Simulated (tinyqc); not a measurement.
# Core-level spacing from the offsets

Question. For an overlayer B on a substrate A, dEv = (iB - iA) - (cB - vB) + (cA - vA) in binding energies, and dEc + dEv = EgB - EgA. Find dEv and the spacing iB - iA that a thin film must show.

Values chosen for this exercise:
- EgA = 1.42 eV (gap of the substrate A)
- EgB = 5.71 eV (gap of the overlayer B)

dEc = 2.15 eV
cA - vA = 29.96 eV
cB - vB = 23.96 eV

Solution. The gaps give dEv, and the Kraut relation is solved for the spacing.

dEv = 2.1400 eV
iB - iA = -3.8600 eV

tinyqc, about 0.01 s, one thread, Intel Xeon 2.30GHz (shared host): `OMP_NUM_THREADS=1 python tinyqc.py 2410163 2410164 out.jsonl`
